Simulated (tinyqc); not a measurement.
Threshold-voltage variability of a planar MOSFET, analytic estimates: course of the iteration: margin in standard deviations for the wanted yield.

Three independent sources add in quadrature: random dopants in the depleted layer, metal-gate grains of two orientations, and roughness of the two gate edges acting through the roll-off VT = VT(long) - Vr exp(-L/l). These are first-order estimates: no three-dimensional electrostatics, no percolation.

Cells fail independently with probability Q(k) = erfc(k/sqrt(2))/2 when the margin is k standard deviations, and Y = exp(-Nb Q(k)). phi = exp(-k^2/2)/sqrt(2 pi). Newton steps on ln Q(k) = ln(-ln(Y)/Nb): k(new) = k + [ln Q - ln(-ln(Y)/Nb)] Q/phi.

Stop when k changes by less than 1e-9, or after 30 iterations.

Parameters, values chosen for the exercise: number of cells Nb = 268435456; wanted yield Y = 0.958.

k at the start = 4

Course of the iteration:
```
iteration	k	|change|
1	6.88638	2.89
2	6.31382	0.573
3	6.28897	0.0249
4	6.28892	4.69e-5
5	6.28892	1.67e-10
```

Did this iteration meet its convergence test, and what does its course show?

Yes. Converged in 5 iterations. At the end the number of correct digits about doubles with each step. With s(dVT) = 19.7 mV, 6.29 standard deviations are 124 mV.

Numbers from tinyqc (`OMP_NUM_THREADS=1 python tinyqc.py 2090049 2090050 out.jsonl`; about 0.01 s on one thread of a shared Intel Xeon 2.30GHz).
